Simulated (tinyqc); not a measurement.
# Formation energy of a charged point defect from supercell energies, step by step

A worked calculation. Computed by tinyqc, a small Python program that keeps every step. Command: `OMP_NUM_THREADS=1 python tinyqc.py 3005979 3005980 out.jsonl formation walk`. One thread of a shared host (Intel(R) Xeon(R) Processor @ 2.30GHz), about 0.01 s of CPU time with the checks. Intermediate numbers are printed to about 5 digits and carried at full precision; extremes and crossings named in words are read from the listed rows.

The host is a compound AB. Making the defect adds n_A = 1, n_B = 0 atoms to the cell. All total energies are inputs. E_F is counted from the valence-band maximum (VBM); x = 0 is A-rich and x = 1 B-rich growth.

Inputs (values chosen for the exercise, for a model compound AB):

| quantity | value | unit |
|---|---|---|
| gap E_g | 6.83 | eV |
| E_VBM of the host cell | 1.464 | eV |
| potential alignment dV | -0.13 | eV |
| dielectric constant eps | 7.57 | - |
| cell length L | 11.9 | angstrom |
| mu_A of the pure element | -4.8 | eV |
| formation enthalpy dH of AB | -5 | eV |
| growth condition x | 0.5 | - |
| Fermi level E_F | 4.13 | eV |
| temperature T | 600 | K |
| site density N_s | 3.8e+22 | cm^-3 |

Defect: A interstitial. Supercell lattice: sc.

charge states q: 0  -1  -2

E(defect, q) - E(host), in the order of q (eV): -0.374  1.633  4.484

Constants: e^2/(4 pi eps_0) = 14.39964548 eV angstrom; k_B = 8.617333262e-05 eV/K.

## Chemical potentials

dmu_A = x dH and dmu_B = (1 - x) dH, so that dmu_A + dmu_B = dH; mu = mu(element) + dmu. The reservoir term is sum n_i mu_i.

dmu_A = -2.5 eV

dmu_B = -2.5 eV

sum n_i mu_i = -7.3 eV

## Image-charge corrections

Image-charge correction of a point charge in a neutralising background: E_corr = q^2 alpha e^2/(4 pi eps_0) / (2 eps L), alpha = 2.837297 for a sc array with L the cube root of the volume.

E_corr (eV): (q=0) 0.00000, (q=-1) 0.22677, (q=-2) 0.90708

## Formation energies at E_F = 0

E_f(q, E_F) = [E(defect, q) - E(host)] - sum n_i mu_i + q (E_VBM + dV + E_F) + E_corr(q).

E_f(q, 0) (eV): (q=0) 6.926, (q=-1) 7.826, (q=-2) 10.023

## Transition levels and the lower envelope

eps(q/q') = [E_f(q', 0) - E_f(q, 0)]/(q - q'). U of state q is eps(q/q-1) - eps(q+1/q). The stable state at each E_F is the lowest line E_f(q, 0) + q E_F.

One-electron levels above the VBM (eV):

| level | energy | U of the state between this level and the next |
|---|---|---|
| (0/-1) | 0.8998 | 1.2975 |
| (-1/-2) | 2.1973 | - |

Stable states:

| q | from E_F (eV) | to E_F (eV) |
|---|---|---|
| 0 | 0.0000 | 0.8998 |
| -1 | 0.8998 | 2.1973 |
| -2 | 2.1973 | 6.8300 |

Stable in the gap, from the VBM up: 0, -1, -2.

## The first and the last level

eps(q/q-1) = E_f(q - 1, 0) - E_f(q, 0).

level (0/-1) = 0.89977 eV

level (-1/-2) = 2.1973 eV

## Concentrations at the given E_F and T

E_f(q, E_F) = E_f(q, 0) + q E_F. c_q = N_s exp(-E_f(q, E_F)/k_B T), with all degeneracy factors one and no vibrational entropy.

Charge states:

| q | E_f (eV) | c_q (cm^-3) | share |
|---|---|---|---|
| 0 | 6.9260 | 2.5348e-36 | 4.2988e-44 |
| -1 | 3.6958 | 3.4410e-09 | 5.8357e-17 |
| -2 | 1.7631 | 5.8965e+07 | 1.0000e+00 |

lowest formation energy = 1.7631 eV

total concentration = 5.8965e+07 cm^-3

mean charge = -2 e

State -2 holds 100.0 % of the defects.

## Fermi level and growth conditions

Each entry is the lowest E_f over q.

Lowest formation energy (eV):

| E_F (eV) | stable q | A-rich, x = 0 | x = 0.5 | B-rich, x = 1 |
|---|---|---|---|---|
| 0.000 | 0 | 4.4260 | 6.9260 | 9.4260 |
| 0.854 | 0 | 4.4260 | 6.9260 | 9.4260 |
| 1.708 | -1 | 3.6178 | 6.1178 | 8.6178 |
| 2.561 | -2 | 2.4011 | 4.9011 | 7.4011 |
| 3.415 | -2 | 0.6931 | 3.1931 | 5.6931 |
| 4.269 | -2 | -1.0149 | 1.4851 | 3.9851 |
| 5.123 | -2 | -2.7229 | -0.2229 | 2.2771 |
| 5.976 | -2 | -4.4289 | -1.9289 | 0.5711 |
| 6.830 | -2 | -6.1369 | -3.6369 | -1.1369 |

Going from A-rich to B-rich growth shifts every line by +5.000 eV and moves no transition level. The slope of the envelope is the stable charge, so E_f is highest in the rows from E_F = 0 to 0.854 eV, where the neutral state is stable: the defect forms most easily in n-type material. Under A-rich growth E_f turns negative for part of the gap, so in equilibrium E_F cannot enter that part. Under B-rich growth E_f turns negative for part of the gap, so in equilibrium E_F cannot enter that part.

## What the corrections do to the levels

Levels eps(q/q-1) with the terms q dV and E_corr left out or kept.

Levels above the VBM (eV):

| level | raw | with alignment | with image charge | with both |
|---|---|---|---|---|
| (0/-1) | 0.5430 | 0.6730 | 0.7698 | 0.8998 |
| (-1/-2) | 1.3870 | 1.5170 | 2.0673 | 2.1973 |

Alignment moves every level by -dV = +0.130 eV. The image term moves eps(q/q-1) by (1 - 2q) E_corr(1): (0/-1) by +0.227, (-1/-2) by +0.680 eV, donor levels down and acceptor levels up. It adds 2 E_corr(1) = 0.454 eV to every U.

Checks made by the program: envelope against a direct minimum on a grid (relative difference below 1e-10).
